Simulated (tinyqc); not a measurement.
Error of the time step: velocity overshoot from momentum and energy balance equations after a field step. Computed by tinyqc, a small Python program. Command: `OMP_NUM_THREADS=1 python tinyqc.py 3012119 3012120 out.jsonl overshoot walk`. One thread of a shared host (Intel(R) Xeon(R) Processor @ 2.30GHz), about 0.08 s of CPU time with the checks.

At t = 0 the field jumps from 0 to F in a uniform sample. v is the drift velocity and u = w - (3/2) k_B T the excess energy per carrier.

Inputs (values chosen for the exercise, modelled on electrons in GaN except for tau_E):
```
quantity                      value        unit
effective mass m                0.2         m_0
low-field mobility mu_0        1100  cm^2/(V s)
saturation velocity v_s           2    1e7 cm/s
energy relaxation time tau_E   0.96          ps
field after the step F          220       kV/cm
lattice temperature T           300           K
time step dt                    1.9          fs
```

Scheme: explicit Euler.

Constants: m_0 = 9.1093837015e-31 kg; e = 1.602176634e-19 C; k_B = 8.617333262e-05 eV/K.

Method:
- dv/dt = e F/m - v/tau_m(u), du/dt = e F v - u/tau_E, tau_m(u) = tau_0/(1 + c u), tau_0 = m mu_0/e, c = mu_0/(e tau_E v_s^2); this choice gives the steady state v (1 + mu_0 F v/v_s^2) = mu_0 F, which saturates at v_s. Steady velocity v = 2 mu_0 F/(1 + sqrt(1 + 4 (mu_0 F/v_s)^2)); u = e F v tau_E; carrier temperature T + 2u/(3 k_B), neglecting the drift energy m v^2/2.
- Step: v_new = v + dt (e F/m - v/tau_m(u)), u_new = u + dt (e F v - u/tau_E). Start v = u = 0; the distance adds dt (v + v_new)/2.
- The peak velocity is recomputed with dt/2 and dt/4 and by an adaptive Runge-Kutta method (tolerance 1e-9).

tau_0 = 125.084 fs

acceleration e F/m = 0.193470 1e7 cm/s per fs

c = 2.86458 1/eV

steady velocity = 1.91906 1e7 cm/s

Peak velocity:
```
step      v_peak (1e7 cm/s)  error (%)
dt                   7.8254     1.9384
dt/2                 7.7498     0.9539
dt/4                 7.7131     0.4756
adaptive             7.6766     0.0000
```

What does the comparison show, and why?

The explicit scheme puts the peak 1.94 % too high; halving dt divides the error by 2.03, as a first-order method should. Caution: the excess energy exceeds 0.5 eV, where non-parabolicity, upper valleys and impact ionisation matter.

Extremes, crossings and ranges named in words are read from the listed rows.
